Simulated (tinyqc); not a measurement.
Screening unbinds the donor: static screening by free carriers.

kF = (3 pi^2 n/Mv)^(1/3), EF = c kF^2/m with c = hbar^2/2m0, n in 1/angstrom^3 (1e-24 per 1/cm^3), e2 = e^2/(4 pi eps0). Thomas-Fermi: qTF^2 = 6 pi e2 n/(eps EF). Debye: qD^2 = 4 pi e2 n/(eps kB T).

F_j(eta) = (1/Gamma(j + 1)) integral_0^infinity x^j dx/(1 + exp(x - eta)), which tends to exp(eta) for eta << 0.

At finite T: qs^2 = qD^2 F_-1/2(eta)/F_1/2(eta), where n = Mv N F_1/2(eta) and N = 2 (m kB T/(4 pi c))^(3/2) with c = hbar^2/2m0, in 1/angstrom^3; times 1e24 for 1/cm^3.

Donor in the screened potential -(e2/eps) exp(-qs r)/r with the trial function exp(-r/a): E(a) = c/(m a^2) - (e2/eps) 4/(a (2 + qs a)^2), e2 = e^2/(4 pi eps0), c = hbar^2/2m0; isotropic mass.

Constants: hbar^2/2m0 = 3.80998211 eV angstrom^2; e^2/(4 pi eps0) = 14.39964547 eV angstrom; kB = 8.617333262e-05 eV/K; a0 (Bohr radius) = 0.5291772105 angstrom.

Parameters, chosen for this exercise (near those of SiC; shifted at random, so the results belong to these values and not to a real crystal):
- m = 0.3836 m0 (mass of one isotropic valley)
- Mv = 3 (valleys)
- eps = 9.55 (background dielectric constant)
- T = 300 K

All carriers n are taken as free and screen with qs(T); E(a) is minimised over a; a dash marks no bound state. aB = a0 eps/m.

Donor level:
```
n (1/cm^3)  n^(1/3) aB  qs aB  E (meV)   a/aB
3.0e+15          0.019  0.020   -55.02  1.000
3.0e+16          0.041  0.062   -50.47  1.003
2.0e+17          0.077  0.159   -40.99  1.016
4.0e+17          0.097  0.225   -35.32  1.031
1.0e+18          0.132  0.353   -25.68  1.073
3.0e+18          0.190  0.600   -11.82  1.213
8.0e+18          0.263  0.938    -1.04  1.732
2.0e+19          0.358  1.356        -      -
```

aB = 13.2 angstrom

What does the comparison show, and why?

The level rises from -55.02 meV at the lowest density to -1.04 meV at 8e+18 1/cm^3, against -57.23 meV unscreened. The trial function finds no bound state from 2e+19 1/cm^3 on, where qs aB = 1.36 and n^(1/3) aB = 0.36. This trial function loses binding at qs aB = 1 and the exact Yukawa problem at 1.19; the Mott rule of thumb is n^(1/3) aB = 0.26, which the last bound row of this table passes: the rule belongs to low temperature, and thermal carriers screen more weakly.

Computed by tinyqc, a small Python program: `OMP_NUM_THREADS=1 python tinyqc.py 1680677 1680678 out.jsonl` (the numbers bound the seed that draws the inputs); one thread of a shared host (Intel(R) Xeon(R) Processor @ 2.30GHz), about 0.01 s for the whole set of steps.
